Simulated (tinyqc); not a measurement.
Direct against trap-assisted paths: tunnelling through a thin dielectric with one trap, as a tight-binding chain.

Hopping -t everywhere, t = c/(m a^2), c = hbar^2/2m0; lead sites at 2t (band bottom 0), barrier sites 1 to N at 2t + phi, and site j has U besides. No voltage. Leads give S = -t exp(ika) on sites 1 and N, cos(ka) = 1 - E/(2t). T = (2 t sin(ka))^2 |G_1N|^2, G = (E - H - S)^-1. In the barrier cosh(q a) = 1 + (phi - E)/(2t).

Resonance: the lowest eigenvalue of H + S(E), iterated until its real part equals E (40 rounds from Eb = phi + 2t - sqrt(4t^2 + U^2), the level in an endless barrier). With v the normalised squared amplitudes of that state, Gamma_L = 2 t sin(ka) v_1, Gamma_R = 2 t sin(ka) v_N; Breit-Wigner T = Gamma_L Gamma_R/((E - Er)^2 + (Gamma_L + Gamma_R)^2/4).

Constants: hbar^2/2m0 = 3.80998211 eV angstrom^2.

Inputs chosen for the exercise (barrier and mass of the size used for Al2O3 on silicon; the results hold for these values, not for the real material): a = 2.5 angstrom (site spacing); m = 0.29 m0 (mass, the same in leads and barrier); phi = 2.25 eV (conduction edge of the barrier above that of the leads); U = -3.54 eV (extra energy on the trap site).

N odd, the trap in the middle, j = (N + 1)/2. Direct T is that without trap at the energy Er; area = 2 pi Gamma_L Gamma_R/(Gamma_L + Gamma_R). The exponents are the slopes of the logarithms between the last two rows, per angstrom.

Against thickness:
```
N,N a (angstrom),Er (eV),direct T,area (meV)
5,12.5,0.9442,0.00183,314
7,17.5,0.9569,8.86e-05,67.9
9,22.5,0.9580,4.17e-06,14.6
11,27.5,0.9581,1.96e-07,3.17
13,32.5,0.9581,9.16e-09,0.686
17,42.5,0.9581,2.01e-11,0.0321
```

Give the missing row, N = 15, N a (angstrom) = 37.5.

Computed row:
```
N   N a (angstrom)  Er (eV)  direct T  area (meV)
15            37.5   0.9581  4.29e-10       0.148
```

exponents (1/angstrom): direct 0.6121, through the trap 0.3061

The direct path falls as exp(-0.612 d) and the path through a central trap as exp(-0.306 d), 2.00 times more slowly, since each step crosses half the layer. From 5 to 17 sites the first loses 8.0 decades and the second 4.0: in thicker layers even few traps rule the leakage. Inelastic capture with phonons is left out.

Run: tinyqc, `OMP_NUM_THREADS=1 python tinyqc.py 1480169 1480170 out.jsonl`; Intel(R) Xeon(R) Processor @ 2.30GHz, one thread, shared host; about 0.06 s of CPU time with all checks.
